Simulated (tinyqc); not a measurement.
Valence-band offset from core levels (Kraut method), with the dipole against the affinity rule: two steps of the calculation.

Binding energies are counted downwards from the Fermi level. dEv > 0 means that the valence edge of B lies below that of A, dEc > 0 that the conduction edge of B lies above that of A; dEc + dEv = EgB - EgA. The spectra are made-up values treated as data.

Values chosen for this exercise; gaps and affinities close to those of 4H silicon carbide (A) and zirconium oxide (B):
- chiA = 3.6 eV (electron affinity of A)
- chiB = 2.53 eV (electron affinity of B)
- ei = 4.9 (relative permittivity inside the dipole layer)
- dd = 0.18 nm (thickness of the dipole layer)
- bg = 89 (background counts in the gap)

Constants: q = 1.602176634e-19 C, eps0 = 8.8541878128e-14 F/cm where lengths are in cm. Results are converted to the units shown.

Question 1. Valence-band maximum of bare A. Fit a straight line to the leading edge by least squares; the maximum vA lies where it meets the background.

| point | binding energy (eV) | counts on the leading edge |
|---|---|---|
| 0 | 1.66 | 154 |
| 1 | 1.78 | 192 |
| 2 | 1.9 | 218 |
| 3 | 2.02 | 256 |
| 4 | 2.14 | 284 |
| 5 | 2.26 | 317 |

Give: slope; intercept; vA.

Answer 1.

slope = 268.8 counts/eV
intercept = -290.0 counts
vA = 1.410 eV

Question 2. Interface dipole. The affinity rule gives dEc(0) = chiA - chiB; the dipole step is D = dEc - dEc(0), and two sheets of opposite charge dd apart hold N = eps0 ei |D|/(q dd).

dEc = 1.3600443 eV

Find: dEc(0); D; N; field in the dipole layer.

Answer 2.

dEc(0) = 1.0700 eV
D = 0.29004 eV
N = 4.3634e13 cm^-2
field in the dipole layer = 16.114 MV/cm

N is 0.062 elementary charges for each of about 7e14 surface atoms per cm^2.

Numbers from tinyqc (`OMP_NUM_THREADS=1 python tinyqc.py 2410136 2410137 out.jsonl`; about 0.01 s on one thread of a shared Intel Xeon 2.30GHz).
